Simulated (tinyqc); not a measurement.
Range and order of the fit: effective mass of the split-off band from tabulated energies.

c = hbar^2/2m0.
Constants: hbar^2/2m0 = 3.80998211 eV angstrom^2.

Energies along [100], from the band edge downward:

| k (1/angstrom) | E (meV) |
|---|---|
| 0.000000 | 0.00000 |
| 0.006800 | 2.11970 |
| 0.013600 | 8.59880 |
| 0.020400 | 19.79180 |
| 0.027200 | 36.25780 |
| 0.034000 | 58.67490 |
| 0.040800 | 87.67060 |
| 0.047600 | 123.59710 |
| 0.054400 | 166.36840 |

reference mass (curvature of the model at k = 0.0001 1/angstrom) = 0.083509 m0

Least-squares fits of E = a k^2 (+ b k^4 + d k^6) over points 1 to n, and the line y = c k^2/E against E; errors of m against the reference.

Results:

| n | E at point n (meV) | one term (%) | two terms (%) | three terms (%) | line (%) | rms residual, one term (meV) |
|---|---|---|---|---|---|---|
| 3 | 19.8 | -3.68 | -0.02 | 0.00 | -0.07 | 0.112 |
| 4 | 36.3 | -6.03 | -0.11 | 0.01 | -0.20 | 0.334 |
| 5 | 58.7 | -8.68 | -0.38 | 0.06 | -0.42 | 0.747 |
| 6 | 87.7 | -11.41 | -0.98 | 0.17 | -0.77 | 1.386 |
| 7 | 123.6 | -14.03 | -2.09 | 0.33 | -1.26 | 2.228 |
| 8 | 166.4 | -16.35 | -3.78 | 0.45 | -1.88 | 3.184 |

The error of the parabola goes from -3.68 to -16.35 % as the range widens, and at n = 8 its residual, 3.18 meV, is only 1.9 % of the top energy: a small residual does not vouch for the mass. Over the full range (n = 8) the best form is three terms (0.45 %); the line errs by -0.07 % at n = 3 and -1.88 % at n = 8. Without scatter, a narrower range or a second term is the cure: at n = 8 the errors are -16.35, -3.78 and +0.45 % for one, two and three terms. Three terms on three points interpolate exactly.

(tinyqc, `OMP_NUM_THREADS=1 python tinyqc.py 1880183 1880184 out.jsonl`, Intel(R) Xeon(R) Processor @ 2.30GHz, 1 thread, shared host, about 0.01 s.)
